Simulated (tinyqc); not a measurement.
Permeation of metal atoms or ions through a thin barrier or dielectric: time lag, field-aided drift and lifetime: one step, computed by the program tinyqc.

The film 0 < x < d is empty at first; C = C0 at x = 0 and C = 0 at x = d. dC/dt = D d2C/dx2 - v dC/dx with drift v = D z e V/(k_B T d) (uniform field, no space charge).

Problem. Steady flux and time lag. Steady flux J = (D C0/d) P/(1 - exp(-P)); time lag in units of d^2/D: s_L = [P (1 + exp(-P))/(1 - exp(-P)) - 2]/P^2 (P = 0: J = D C0/d, s_L = 1/6).

Inputs (values chosen for the exercise, for a model case: singly charged ions through a dielectric): thickness d = 14 nm; concentration at the source side C0 = 9.6e+14 1/cm^3; test temperature T = 100 C.

Peclet number P = -14.30545

diffusivity D = 5.154003e-17 cm^2/s

time scale d^2/D = 38028.69 s

Give: flux relative to D C0/d; steady flux J; time lag s_L; time lag.

Solution.

flux relative to D C0/d = 8.764e-06

steady flux J = 0.3098 1/(cm^2 s)

time lag s_L = 0.06013

time lag = 2287 s

The field opposes the ions and cuts the flux; the lag is the same as for the opposite sign.
